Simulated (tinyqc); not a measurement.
## Tunnelling through a two-layer gate stack, WKB transmission and Tsu-Esaki current: effect of temperature

Electrons leave the emitter at x = 0. Energies E (motion across the layers) are in eV from the emitter Fermi level; the collector Fermi level lies at -V and offers states at every E. No charge in the dielectric and no image force: F1 = V/(t1 + t2 eps1/eps2), F2 = F1 eps1/eps2; U = phi1 - F1 x in layer 1 and phi2 - F1 t1 - F2 (x - t1) in layer 2. With C = hbar^2/(2 m0), kappa = sqrt(m (U - E)/C) where U > E and 0 elsewhere; T(E) = exp(-S), S = 2 times the integral of kappa over x.

Each layer adds (2/F) sqrt(m/C) [G(u at its left edge) - G(u at its right edge)] to S, with u = U - E (0 where negative) and G(u) = (2/3) u^1.5. J = J0 times the integral of T(E) N(E) dE, N = ln[(1 + exp(-E/Vt))/(1 + exp((-E - V)/Vt))], J0 = q^2 me m0 kB T/(2 pi^2 hbar^3) (times 1e-4 for A/cm^2 per eV), from E = -Ef to far above the barrier (T = 1 there), by quadrature converged to the digits shown.

Inputs (values chosen for the exercise); layer 1 close to silicon dioxide, layer 2 close to aluminium oxide:
```
symbol,value,unit,meaning
Ef,0.37,eV,Fermi energy of the emitter above its band bottom
me,0.69,m0,emitter mass in the supply function
phi1,3.21,eV,barrier of layer 1 above the emitter Fermi level at zero bias
m1,0.5,m0,tunnelling mass of layer 1
t1,0.5,nm,thickness of layer 1
eps1,4.08,,relative permittivity of layer 1
phi2,2.63,eV,barrier of layer 2 at zero bias
m2,0.4,m0,tunnelling mass of layer 2
t2,1.7,nm,thickness of layer 2
eps2,8.56,,relative permittivity of layer 2
V,1.5,V,voltage across the dielectric
```

Constants: q = 1.602176634e-19 C, kB = 1.380649e-23 J/K, hbar = 1.054571817e-34 J s, m0 = 9.1093837015e-31 kg, Vt = kB T/q, hbar^2/(2 m0) = 0.0380998212 eV nm^2. Results are converted to the units shown.

Result of one run:

| T (K) | J (A/cm^2) | mean E of the current (eV) |
|---|---|---|
| 400 | 0.5006 | -0.1838 |

What becomes of these results when the temperature T is changed from 400 to 50 K, all else the same?

Result of the changed run:

| T (K) | J (A/cm^2) | mean E of the current (eV) |
|---|---|---|
| 50 | 0.4565 | -0.2031 |

The whole series:

| T (K) | J (A/cm^2) | mean E of the current (eV) |
|---|---|---|
| 50 | 0.4565 | -0.2031 |
| 100 | 0.4586 | -0.2022 |
| 200 | 0.4667 | -0.1986 |
| 300 | 0.4805 | -0.1925 |
| 400 | 0.5006 | -0.1838 |
| 500 | 0.5276 | -0.1723 |
| 600 | 0.5627 | -0.1577 |
| 750 | 0.6341 | -0.1283 |

Between 50 and 300 K the current changes by a factor of 1.05, and between 300 and 750 K by 1.32; the mean energy of the current rises from -0.203 to -0.128 eV. The transmission grows by a factor e over d = 0.183 eV near E = 0, equal to kB T/q at 2120 K: far below that temperature the thermal tail adds little. In every row the field exceeds 10 MV/cm (up to 11.4), more than most dielectrics sustain; the model ignores breakdown. In every row a layer is thinner than 0.8 nm, a few atomic planes, where an effective mass is a rough description.

Program tinyqc, `OMP_NUM_THREADS=1 python tinyqc.py 2540149 2540150 out.jsonl`; Intel Xeon 2.30GHz, shared host, one thread, about 0.06 s.
